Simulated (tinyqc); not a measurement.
Atomic layer deposition: Langmuir saturation, growth per cycle and coating of deep features: one step, computed by the program tinyqc.

Precursor A sticks only on free sites, so a long enough pulse saturates; co-reactant B then frees the sites again.

Task: Exposure for a deep feature. Diffusion-limited filling (Gordon) of a round hole of diameter w: a saturation front at depth z needs dz/dt = D_K n/(z (4q/w)), with Knudsen D_K = w c/3 and F = n c/4; including the entrance and floor terms, t = (q/F)(1 + 19a/4 + 3a^2/2). Reaction-limited filling needs ln(100)/k_a at any depth, k_a = beta F/q. Flow is molecular. The front picture holds when the modulus a sqrt(beta) is well above 1. Depth reached by the given pulse: solve the same formula for a. Exposure = p x diffusion-limited time; 1 langmuir = 1.33322e-4 Pa s.

Inputs (values chosen for the exercise, modelled on hafnium oxide from an amide and water):
```
quantity                                  value    unit
site density q                              2.9  1/nm^2
sticking probability beta on free sites  0.0011       -
precursor pressure p                       0.43      Pa
temperature T                               175       C
pulse time t                                1.7       s
aspect ratio a                              130       -
```

Feature: round hole.

flux F = 2639.853 1/(nm^2 s)

Give: diffusion-limited time; exposure; modulus; aspect ratio reached by the front in time t.

Result:

diffusion-limited time = 28.528 s

exposure = 92009 langmuir

modulus = 4.3116

aspect ratio reached by the front in time t = 30.565

Caution: the pulse is shorter than ln(100)/k_a, so even the open surface is not saturated and the depth reached has no meaning. Caution: the depth reached is formal here: it is under 2/sqrt(beta), so no sharp front has formed.
